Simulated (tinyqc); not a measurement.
Donor binding, ionisation and the Mott limit: Freeze-out.

Hydrogenic donor: Ry = (m0 q^3/(8 eps0^2 h^2)) me/eps_r^2 in eV, E0 = cc Ry, radius a = q/(8 pi eps0 eps_r E0), Mott density Nm = (0.26/a)^3. Below Nm the level sinks as Ed = E0 [1 - (N/Nm)^(1/3)]. Neutrality: Nc F12(eta) = N/(1 + 2 exp(eta + Ed/kB T)), F12(x) = (2/sqrt(pi)) int_0^infinity sqrt(u)/(1 + exp(u - x)) du.

Nc is given at 77 K and scales as T^1.5.

Values chosen for this exercise; band and dielectric values close to those of gallium nitride:
- eps_r = 9.41 (relative permittivity)
- me = 0.196 m0 (mass in the hydrogenic formula, set independently of Nc)
- Nc = 2.99e17 cm^-3 (conduction-band density of states at 77 K)
- cc = 1.3 (ratio of the true binding energy to the hydrogenic one)
- N = 2e17 cm^-3 (donor density)

Constants: q = 1.602176634e-19 C, kB = 1.380649e-23 J/K, eps0 = 8.8541878128e-12 F/m, h = 6.62607015e-34 J s, m0 = 9.1093837015e-31 kg, Vt = kB T/q. Results are converted to the units shown.

Freeze-out:

| T (K) | eta | n (cm^-3) | ionised (%) | ln(n/T^0.75) |
|---|---|---|---|---|
| 30 | -4.0844 | 1.2168e15 | 0.60839 | 32.184 |
| 45 | -2.9820 | 6.6535e15 | 3.3268 | 33.579 |
| 60 | -2.5108 | 1.6242e16 | 8.1210 | 34.256 |
| 80 | -2.2384 | 3.2561e16 | 16.280 | 34.735 |
| 110 | -2.1254 | 5.8533e16 | 29.267 | 35.083 |
| 150 | -2.1721 | 8.9116e16 | 44.558 | 35.271 |
| 220 | -2.4011 | 1.2686e17 | 63.428 | 35.337 |
| 300 | -2.6935 | 1.5196e17 | 75.980 | 35.285 |
| 400 | -3.0252 | 1.6899e17 | 84.495 | 35.175 |

What does the table show?

The ionised share rises from 0.608 to 84.5 %. Between the first two rows ln(n/T^0.75) has the slope -10.8 meV against q/kB T; deep freeze-out without compensation gives -Ed/2 = -11.0 meV.

Range of the model: A sharp level with degeneracy 2 overstates freeze-out near Nm, where the impurity band broadens and merges with the conduction band.

Numbers from tinyqc (`OMP_NUM_THREADS=1 python tinyqc.py 2330147 2330148 out.jsonl`; about 0.01 s on one thread of a shared Intel Xeon 2.30GHz).
